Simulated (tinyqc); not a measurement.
## Mobility, diffusion coefficient and lifetime from two collectors

Inverse problem. For an injected sheet in a field F the peak time tp at distance L obeys u^2 tp^2 + 2 D tp = L^2 with u^2 = v^2 + 4 D/tau, and the pulse area goes as exp(L (v - u)/(2 D)); v = mu F. Find u, D, mu and tau without using the Einstein relation.

Values chosen for this exercise: sweep field along the drift F = 59 V/cm.

distances (um): 480  1300
peak times (us): 1.69255543  4.61006395
ratio of the areas, far over near = 0.229891803

Answer. The two peak times give two linear equations for u^2 and D; the area ratio gives v - u, and u^2 - v^2 = 4 D/tau gives tau.

u = 2.811e4 cm/s
D = 12.12 cm^2/s
mu = 469.0 cm^2/(V s)
tau = 2.000e-6 s

Computed by the program tinyqc: `OMP_NUM_THREADS=1 python tinyqc.py 2310023 2310024 out.jsonl`, one thread of a shared Intel Xeon 2.30GHz, about 0.01 s for the whole run.
